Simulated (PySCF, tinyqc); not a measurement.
Worked calculation: CID on RHF in the sto-3g basis, frozen core, for BeH+, spin multiplicity 1. The lowest restricted solution is unstable here: a spin-polarised one lies 0.0001 hartree lower (PySCF). One step of it, computed by the program tinyqc.

Question. CID: roots. Diagonalise (each vector has its largest component positive (the first on a tie)); all determinants have Ms = 0, so triplets appear too. The lowest singlet root is the correlation energy.

Occupation strings over the orbitals (2 doubly, a alpha, b beta, 0 empty; spin orbitals ordered 1a 1b 2a 2b ...): 220000 202000 20a00b 200200 200020 20b00a 200002

H - E(HF) between determinants (hartree), lower triangle:
```
,220000,202000,20a00b,200200,200020,20b00a,200002
220000,0.000000
202000,0.052381,0.568446
20a00b,-0.052651,0.115217,0.644351
200200,0.044461,0.049736,-0.010034,0.690439
200020,0.044461,0.049736,-0.010034,0.024249,0.690439
20b00a,0.052651,-0.115217,-0.063908,0.010034,0.010034,0.644351
200002,0.120326,0.063908,0.000208,0.023513,0.023513,-0.000208,0.983888
```

Give: lowest roots of this matrix, relative to E(HF); lowest vectors; <S^2> of these roots; weight of the ground state by excitation level 0, 1, 2, ....

Answer.

lowest roots of this matrix, relative to E(HF) (hartree): -0.0317  0.4459  0.5804  0.6662  0.7278  0.8137  1.0196

lowest vectors:
```
,root 1,root 2,root 3,root 4
220000,0.9800,0.1126,0.0000,0.0000
202000,-0.0986,0.8143,0.0000,0.0000
20a00b,0.0839,-0.3492,0.7071,0.0000
200200,-0.0462,-0.1861,0.0000,0.7071
200020,-0.0462,-0.1861,0.0000,-0.7071
20b00a,-0.0839,0.3492,0.7071,0.0000
200002,-0.1078,-0.1054,0.0000,0.0000
```

<S^2> of these roots: 0.0000  0.0000  2.0000  0.0000  0.0000  0.0000  0.0000

weight of the ground state by excitation level 0, 1, 2, ...: 0.9603  0.0000  0.0397
